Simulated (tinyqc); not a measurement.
# Worked calculation: one-dimensional ballistic tunnel FET, two-band WKB

Computed by the program tinyqc: `OMP_NUM_THREADS=1 python tinyqc.py 2620169 2620170 out.jsonl`, one thread of a shared Intel Xeon 2.30GHz, about 0.01 s for the whole run. Printed values are rounded.

A p-type source for x < 0 with its Fermi level at 0 and its valence edge at ds; in the channel the bands fall as D exp(-x/lam) towards their flat values, with the conduction edge at Ec = ds - dP and D = dP + Eg. The gate moves dP one to one. The drain Fermi level lies at -Vd and the drain side reflects nothing. For w = E - Ec between 0 and dP an electron crosses the gap. Two-band dispersion with equal masses m: inside the gap kappa = sqrt(m u (1 - u/Eg)/C), u the distance from a band edge, C = hbar^2/(2 m0).

Parameters, values chosen for the exercise; band and dielectric values those of a made-up semiconductor:
```
symbol,value,unit,meaning
T,300,K,temperature
Eg,0.893,eV,band gap
m,0.053,m0,band-edge mass of the two-band model
lam,5.2,nm,screening length of the source junction
ds,0.2,eV,source valence edge above the source Fermi level
Vd,0.3,V,drain bias
g,1,,number of degenerate subbands (spin apart)
dP,0.15,eV,tunnelling window Ev(source) - Ec(channel)
w0,0.1,eV,energy above the channel conduction edge
nc,6,,cells of the path
nE,9,,points of the energy grid
```

Constants: q = 1.602176634e-19 C, kB = 1.380649e-23 J/K, hbar = 1.054571817e-34 J s, h = 6.62607015e-34 J s, m0 = 9.1093837015e-31 kg, Vt = kB T/q, hbar^2/(2 m0) = 0.0380998212 eV nm^2. Results are converted to the units shown.

## The path through the gap by the midpoint rule

At w = w0 the path runs from xa = lam ln(D/(w + Eg)) to xb = lam ln(D/w); u(x) = w + Eg - D exp(-x/lam) is the height above the valence edge. Cut it into nc equal cells: S = 2 (cell width) times the sum of kappa at the centres.

xa = 0.255454 nm
xb = 12.1924 nm

```
cell	x (nm)	u (eV)	kappa (1/nm)
0	1.2502	0.172894	0.440391
1	3.2397	0.433614	0.557046
2	5.2292	0.611448	0.517857
3	7.2187	0.732747	0.427692
4	9.2081	0.815484	0.313801
5	11.1976	0.871918	0.169217
```

S = 9.65300

## The exponent in closed form

S(w) = 2 lam int_0^Eg kappa(u) du/(w + Eg - u) = 2 pi lam sqrt(m/(C Eg)) [w + Eg/2 - sqrt(w (w + Eg))], T(w) = exp(-S). The common triangular estimate is S = (4/3) lam sqrt(m/C) Eg^1.5/(dP + Eg) for all w.

S(w0) = 9.43543
T(w0) = 7.98446e-5
triangular S = 6.61624

The midpoint value is 2.3 % above the closed form, and the triangular estimate 30 % below it.

## Current on a coarse grid

S(w) = 2 lam int_0^Eg kappa(u) du/(w + Eg - u) = 2 pi lam sqrt(m/(C Eg)) [w + Eg/2 - sqrt(w (w + Eg))], T(w) = exp(-S). I = g (2 q^2/h) int_0^dP T(w) [f(E) - f(E + Vd)] dw, E = ds - dP + w, f(x) = 1/(1 + exp(x/Vt)). Simpson's rule on nE equally spaced points.

```
point	w (eV)	T(w)	difference of the f
0	0.000000	1.23734e-8	0.126298
1	0.018750	1.19122e-6	0.0654133
2	0.037500	5.45216e-6	0.0327783
3	0.056250	1.54392e-5	0.0161438
4	0.075000	3.43628e-5	0.00788228
5	0.093750	6.58702e-5	0.00383208
6	0.112500	1.13904e-4	0.00185912
7	0.131250	1.82573e-4	9.01029e-4
8	0.150000	2.76031e-4	4.36470e-4
```

I = 2.14093e-6 uA

A converged quadrature gives 2.141e-6 uA; this grid is within 0.01 % of that.
